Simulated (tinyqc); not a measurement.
Inside a calculation. Model: microkinetic model of a Langmuir-Hinshelwood surface reaction A + (1/2) B2 = AB with Bronsted-Evans-Polanyi barriers. Computed by tinyqc, a small Python program that keeps every step. Command: `OMP_NUM_THREADS=1 python tinyqc.py 3002546 3002547 out.jsonl microkin walk`. One thread of a shared host (Intel(R) Xeon(R) Processor @ 2.30GHz), about 0.01 s of CPU time with the checks. Intermediate numbers are printed to about 6 digits and carried at full precision; extremes and crossings named in words are read from the listed rows.

A adsorbs in equilibrium; B2 dissociates irreversibly on two free sites; adsorbed A and B react irreversibly and AB leaves at once. theta_A + theta_B + theta_* = 1.

Inputs (values chosen for the exercise, for a model catalyst):

| quantity | value | unit |
|---|---|---|
| adsorption energy of A, E_A | -1.05 | eV |
| adsorption energy per B atom, E_B | -1.37 | eV |
| entropy loss of A, S_A | 1.9 | meV/K |
| entropy loss of B2, S_B | 1.7 | meV/K |
| slope a1 of the dissociation barrier | 0.71 | - |
| intercept b1 | 1.3 | eV |
| slope a2 of the reaction barrier | 0.5 | - |
| intercept b2 | 0.39 | eV |
| pressure p_A | 0.29 | bar |
| pressure p_B | 0.012 | bar |
| temperature T | 625 | K |

Solver: Newton.

Constants: k_B = 8.617333262e-05 eV/K; hbar = 6.582119569e-16 eV s.

## Constants

K_A = exp(-(E_A + T S_A)/(k_B T)) per bar; barriers E1 = max(b1 + a1 2 E_B, 0), E2 = b2 - a2 (E_A + E_B); k1 = (k_B T/h) exp(-S_B/k_B) exp(-E1/(k_B T)) per bar, k2 = (k_B T/h) exp(-E2/(k_B T)), h = 2 pi hbar.

barrier E1 = 0 eV

barrier E2 = 1.6 eV

K_A = 0.0778482 1/bar

k1 = 35243.9 1/(bar s)

k2 = 1.63258 1/s

Caution: the linear relation gives a negative E1, which is set to zero: dissociation is not activated.

## Steady state in closed form

theta_A = K_A p_A theta_*; 2 k1 p_B theta_*^2 = k2 theta_A theta_B, so theta_B = w theta_* with w = 2 k1 p_B/(k2 K_A p_A); theta_* = 1/(1 + K_A p_A + w); rate r = k2 theta_A theta_B.

w = 22949.5

theta_* = 4.35719e-05

theta_A = 9.83680e-07

theta_B = 0.999955

rate r = 1.60587e-06 1/s per site

The surface is covered by B, and the reaction step limits.

## Iterative solution

Unknown y = theta_B, theta_* = (1 - y)/(1 + K_A p_A). Newton steps on G(y) = 2 k1 p_B theta_* - k2 K_A p_A y, the balance divided by theta_*, would end in one step; the program uses the undivided F(y) = theta_* G(y): y(new) = y - F/F', start y = 0. Stop when the change is below 1e-10, after 80 steps at most.

Course of the iteration:

| step | y in | y new | change |
|---|---|---|---|
| 1 | 0.000000 | 0.499989 | 4.99989e-01 |
| 2 | 0.499989 | 0.749983 | 2.49994e-01 |
| 3 | 0.749983 | 0.874981 | 1.24997e-01 |
| 4 | 0.874981 | 0.937479 | 6.24986e-02 |
| 5 | 0.937479 | 0.968728 | 3.12493e-02 |
| 6 | 0.968728 | 0.984353 | 1.56246e-02 |
| 7 | 0.984353 | 0.992165 | 7.81232e-03 |
| 8 | 0.992165 | 0.996072 | 3.90614e-03 |
| 9 | 0.996072 | 0.998025 | 1.95304e-03 |
| ... | ... | ... | ... |
| 12 | 0.999489 | 0.999733 | 2.43797e-04 |
| 13 | 0.999733 | 0.999854 | 1.21393e-04 |
| 14 | 0.999854 | 0.999914 | 5.96993e-05 |
| 15 | 0.999914 | 0.999942 | 2.79659e-05 |
| 16 | 0.999942 | 0.999953 | 1.09369e-05 |
| 17 | 0.999953 | 0.999955 | 2.40991e-06 |
| 18 | 0.999955 | 0.999955 | 1.29590e-07 |
| 19 | 0.999955 | 0.999955 | 3.76907e-10 |
| 20 | 0.999955 | 0.999955 | 3.10862e-15 |

theta_B at the end = 0.999955

last change = 3.10862e-15

Converged in 20 steps to the closed form.

## Orders and rate control

From r = 2 k1 p_B theta_*^2: order in p_B and degree of control of step 1 = 1 - 2 theta_B; control of step 2 = 2 theta_B; order in p_A = 2 (theta_B - theta_A). Apparent energy = (E1 + k_B T)(1 - 2 theta_B) + (E2 + k_B T) 2 theta_B + E_A x order in p_A.

order in p_B, X1 = -0.999911

X2 = 1.99991

order in p_A = 1.99991

apparent activation energy = 1.15381 eV

## Rate against the binding of B

The formulas are those given above.

Changing E_B at fixed E_A:

| E_B (eV) | E1 (eV) | E2 (eV) | theta_* | theta_A | theta_B | log10 r |
|---|---|---|---|---|---|---|
| -2.40 | 0 | 2.115 | 3.06513e-09 | 6.91984e-11 | 1.00000e+00 | -14.0998 |
| -2.10 | 0 | 1.965 | 4.96588e-08 | 1.12110e-09 | 1.00000e+00 | -11.6807 |
| -1.80 | 0 | 1.815 | 8.04530e-07 | 1.81631e-08 | 9.99999e-01 | -9.2616 |
| -1.50 | 0 | 1.665 | 1.30342e-05 | 2.94259e-07 | 9.99987e-01 | -6.8425 |
| -1.25 | 0 | 1.540 | 1.32735e-04 | 2.99663e-06 | 9.99864e-01 | -4.8267 |
| -1.00 | 0 | 1.415 | 1.35021e-03 | 3.04823e-05 | 9.98619e-01 | -2.8119 |
| -0.75 | 0.235 | 1.290 | 5.13489e-01 | 1.15925e-02 | 4.74918e-01 | 0.4534 |
| -0.50 | 0.590 | 1.165 | 9.77803e-01 | 2.20749e-02 | 1.21840e-04 | -1.8498 |
| -0.25 | 0.945 | 1.040 | 9.77922e-01 | 2.20776e-02 | 1.64169e-08 | -4.7122 |
| 0.00 | 1.300 | 0.915 | 9.77922e-01 | 2.20776e-02 | 2.21178e-12 | -7.5748 |

The rate is highest at E_B = -0.75 eV among these rows, where theta_B = 0.47. On the weak-binding side log10 r falls by 11.5 per eV, from the dissociation barrier (2 a1/(k_B T ln 10) = 11.5). On the strong-binding side B fills the surface and the rate falls again: the Sabatier volcano. Caution: in some rows B is close to or above its equilibrium coverage with B2 gas; desorption of B2, left out here, would change these rates and can move the peak.

Checks made by the program: iteration against the closed form (relative difference below 1e-10); apparent energy against a finite difference (on the scale of E2) (relative difference 2e-10).
